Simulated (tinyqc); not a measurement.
Energy and delay of logic against supply voltage: one step of the calculation.

One expression serves below and above threshold: I(Vg) = Ik [ln(1 + exp((Vg - VT + dd V)/(al nf Vt)))]^al, with I_on = I(V) and I_off = I(0). Gate delay td = kd C V/I_on, clock period LD td. Per gate and cycle the switching energy is act C V^2 and the leakage energy I_off V LD td. No short-circuit current, no variation. Minima are sought above 0.09 V; below a few Vt gates no longer switch and the model has no meaning.

Task. New V. Minimum-energy supply: E(V) is the energy per gate and cycle; with h = 0.001 V, E' = (E(V + h) - E(V - h))/(2 h), E'' = (E(V - h) - 2 E(V) + E(V + h))/h^2, V(new) = V - E'/E''.

Values chosen for this exercise; values of the order met in logic technologies: temperature T = 358 K; threshold voltage at zero drain bias VT = 0.3 V; slope factor nf = 1.35; barrier lowering per volt of supply dd = 0.03; specific current of a gate Ik = 1.8 uA; exponent of the current law al = 1.82; load capacitance of a gate C = 0.9 fF; delay factor kd = 0.8; logic depth LD = 16; activity factor act = 0.05.

Constants: q = 1.602176634e-19 C, kB = 1.380649e-23 J/K, Vt = kB T/q. Results are converted to the units shown.

V at the start = 0.34 V

Find: E'; E''; V after iteration 1.

Result.

E' = 21.36 aJ/V
E'' = 210.7 aJ/V^2
V after iteration 1 = 0.2386 V

Numbers from tinyqc (`OMP_NUM_THREADS=1 python tinyqc.py 2082035 2082036 out.jsonl`; about 0.01 s on one thread of a shared Intel Xeon 2.30GHz).
